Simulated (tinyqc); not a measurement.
From results back to parameters: band edges of strained Si(1-x)Ge(x) on relaxed Si(1-y)Ge(y). Three cases, with inputs chosen for the exercise.

Problem. A layer on a (001) buffer has its Delta valleys split into the four in the plane and the two along z: E(Delta4) - E(Delta2) = XuD (e_par - e_perp), e_perp = -2 (C12/C11) e_par, e_par = (a(y) - a(x))/a(x). The splitting is given; find the strain and the Ge fraction y of the buffer.

Values are linear in the Ge fraction but for ED(x) = linear - CD x (1 - x) and a(x) = linear - Ca x (1 - x). Energies are on the common scale of Ev.

Find: e_par; a(y); y.

Method. e_par = splitting/(XuD (1 + 2 C12/C11)) with the values at x; a(y) = a(x)(1 + e_par); a(y) rises steadily with y, so one root lies in the range.

Case 1.

Values chosen (end members near Si and Ge, in this order; the results hold for these values, not for the real material):
- a = (5.424, 5.65) angstrom (lattice constant)
- Ca = 0.028 angstrom (bowing of the lattice constant)
- XuD = (9.12, 9.34) eV (uniaxial potential, Delta)
- C11 = (167.5, 127.6) GPa
- C12 = (63.6, 48.5) GPa
- x = 0.51 (Ge fraction of the layer)

E(Delta4) - E(Delta2) = -0.317931 eV

Solution.

e_par = -0.01957
a(y) = 5.4240 angstrom
y = 0

Case 2.

Values chosen (end members near Si and Ge, in this order; the results hold for these values, not for the real material):
- a = (5.436, 5.659) angstrom (lattice constant)
- Ca = 0.024 angstrom (bowing of the lattice constant)
- XuD = (9.4, 9.71) eV (uniaxial potential, Delta)
- C11 = (167.3, 130.4) GPa
- C12 = (63.9, 48.8) GPa
- x = 0 (Ge fraction of the layer)

E(Delta4) - E(Delta2) = 0.098991 eV

Solution.

e_par = 0.00597
a(y) = 5.4685 angstrom
y = 0.160

Case 3.

Values chosen (end members near Si and Ge, in this order; the results hold for these values, not for the real material):
- a = (5.427, 5.661) angstrom (lattice constant)
- Ca = 0.025 angstrom (bowing of the lattice constant)
- XuD = (9.14, 9.3) eV (uniaxial potential, Delta)
- C11 = (166.1, 129.7) GPa
- C12 = (64.5, 48.8) GPa
- x = 0 (Ge fraction of the layer)

E(Delta4) - E(Delta2) = 0.180966 eV

Solution.

e_par = 0.01114
a(y) = 5.4875 angstrom
y = 0.280

Computed by tinyqc, one run a case: `OMP_NUM_THREADS=1 python tinyqc.py N N+1 out.jsonl` with N = 1081329, 1081343, 1081381; one thread of a shared Intel(R) Xeon(R) Processor @ 2.30GHz, about 0.02 s a run at most.
